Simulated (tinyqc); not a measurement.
sp3s* tight binding: one step. Levels at Gamma. Five cases, with inputs chosen for the exercise.

Question. At k = 0 only g0 = 1 is left and H falls into 2 x 2 blocks [[E_a, V], [V, E_c]] with roots (E_a + E_c)/2 -/+ sqrt(((E_a - E_c)/2)^2 + V^2); the s* levels stay uncoupled. The direct gap runs from the highest lower root of the p blocks to the lowest upper root.

Give: Blocks at Gamma (eV); direct gap at Gamma.

Case 1.

Values chosen (near a published set for GaP, fitted to gaps, whose masses and valley positions are rough; not measured data): Esa = -8.081 eV (s level of the anion); Esc = -2.21 eV (s level of the cation); Epa = 1.125 eV (p level of the anion); Epc = 4.129 eV (p level of the cation); Vss = -7.432 eV (s-s); Vxx = 2.159 eV (px-px).

Answer.

Blocks at Gamma (eV):
```
block            E_a      E_c        V  lower root  upper root
s (Gamma1)   -8.0810  -2.2100  -7.4320    -13.1362      2.8452
p (Gamma15)   1.1250   4.1290   2.1590     -0.0031      5.2571
```

direct gap at Gamma = 2.8483 eV

Case 2.

Values chosen (near a published set for GaAs, fitted to gaps, whose masses and valley positions are rough; not measured data): Esa = -8.363 eV (s level of the anion); Esc = -2.668 eV (s level of the cation); Epa = 1.032 eV (p level of the anion); Epc = 3.635 eV (p level of the cation); Vss = -6.372 eV (s-s); Vxx = 1.966 eV (px-px).

Answer.

Blocks at Gamma (eV):
```
block            E_a      E_c        V  lower root  upper root
s (Gamma1)   -8.3630  -2.6680  -6.3720    -12.4948      1.4638
p (Gamma15)   1.0320   3.6350   1.9660     -0.0243      4.6913
```

direct gap at Gamma = 1.4881 eV

Case 3.

Values chosen (near a published set for Ge, fitted to gaps, whose masses and valley positions are rough; not measured data): Esa = -5.855 eV (s level of the anion); Esc = -5.855 eV (s level of the cation); Epa = 1.599 eV (p level of the anion); Epc = 1.599 eV (p level of the cation); Vss = -6.769 eV (s-s); Vxx = 1.615 eV (px-px).

Answer.

Blocks at Gamma (eV):
```
block            E_a      E_c        V  lower root  upper root
s (Gamma1)   -5.8550  -5.8550  -6.7690    -12.6240      0.9140
p (Gamma15)   1.5990   1.5990   1.6150     -0.0160      3.2140
```

direct gap at Gamma = 0.9300 eV

Case 4.

Values chosen (near a published set for InAs, fitted to gaps, whose masses and valley positions are rough; not measured data): Esa = -9.55 eV (s level of the anion); Esc = -2.719 eV (s level of the cation); Epa = 0.902 eV (p level of the anion); Epc = 3.757 eV (p level of the cation); Vss = -5.658 eV (s-s); Vxx = 1.86 eV (px-px).

Answer.

Blocks at Gamma (eV):
```
block            E_a      E_c        V  lower root  upper root
s (Gamma1)   -9.5500  -2.7190  -5.6580    -12.7435      0.4745
p (Gamma15)   0.9020   3.7570   1.8600     -0.0151      4.6741
```

direct gap at Gamma = 0.4896 eV

Case 5.

Values chosen (near a published set for AlAs, fitted to gaps, whose masses and valley positions are rough; not measured data): Esa = -7.514 eV (s level of the anion); Esc = -1.163 eV (s level of the cation); Epa = 0.99 eV (p level of the anion); Epc = 3.56 eV (p level of the cation); Vss = -6.631 eV (s-s); Vxx = 1.864 eV (px-px).

Answer.

Blocks at Gamma (eV):
```
block            E_a      E_c        V  lower root  upper root
s (Gamma1)   -7.5140  -1.1630  -6.6310    -11.6906      3.0136
p (Gamma15)   0.9900   3.5600   1.8640      0.0110      4.5390
```

direct gap at Gamma = 3.0026 eV

The lowest empty level at Gamma is s-like.

Computed by tinyqc, one run a case: `OMP_NUM_THREADS=1 python tinyqc.py N N+1 out.jsonl` with N = 1450303, 1450334, 1450495, 1450643, 1450776; one thread of a shared Intel(R) Xeon(R) Processor @ 2.30GHz, about 0.1 s a run at most.
